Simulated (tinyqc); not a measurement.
## Doping from the ideality factor

Inverse problem. For thermionic-field emission over a Schottky barrier the ideality factor is n = u coth(u) with u = E00/Vt and E00 = (hbar/2) sqrt(Nd/(me m0 eps0 eps_r)) in SI units (volts). Find u, E00 and Nd.

Inputs (values chosen for the exercise); band and dielectric values close to those of gallium arsenide:
- T = 400 K (temperature)
- me = 0.0664 m0 (electron mass)
- eps_r = 13 (relative permittivity)

Constants: q = 1.602176634e-19 C, kB = 1.380649e-23 J/K, eps0 = 8.8541878128e-12 F/m, hbar = 1.054571817e-34 J s, m0 = 9.1093837015e-31 kg, Vt = kB T/q. Results are converted to the units shown.

n = 2.6218979

Solution. u coth(u) rises steadily from 1, so n fixes u; the definition of E00 then gives Nd.

u = 2.593
E00 = 89.37 meV
Nd = 2.000e19 cm^-3

Computed by the program tinyqc: `OMP_NUM_THREADS=1 python tinyqc.py 2640064 2640065 out.jsonl`, one thread of a shared Intel Xeon 2.30GHz, about 0.03 s for the whole run.
